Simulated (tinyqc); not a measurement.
Cylindrical quantum wire: one step. The matching condition at a trial energy.

A cylinder of radius R, isotropic masses, c = hbar^2/2m0, k = sqrt(mw E/c), kappa = sqrt(mb (V0 - E)/c). State (n, m) is J_m(k r) inside and K_m(kappa r) outside; psi and psi'/m are continuous: (k/mw) J_m'(kR)/J_m(kR) = (kappa/mb) K_m'(kappa R)/K_m(kappa R).

Constants: hbar^2/2m0 = 3.80998211 eV angstrom^2.

Values chosen for the exercise (near those of an InGaAs wire in InP; not measured data):
```
symbol  value   unit      meaning
R       103     angstrom  radius
V0      0.255   eV        barrier height
mw      0.0422  m0        mass inside
mb      0.0762  m0        mass outside
E       0.0324  eV        trial energy
```

Problem. Both sides for the lowest state, with J_0' = -J_1 and K_0' = -K_1.

Give: k R; kappa R; left side; right side.

Solution.

k R = 1.9512
kappa R = 6.8725
left side = -1.0317 1/angstrom
right side = -0.9373 1/angstrom

The left side falls with E and the right side rises; here the left is the smaller, so the level lies below the trial energy.

Run: tinyqc, `OMP_NUM_THREADS=1 python tinyqc.py 1280944 1280945 out.jsonl`; Intel(R) Xeon(R) Processor @ 2.30GHz, one thread, shared host; about 0.04 s of CPU time with all checks.
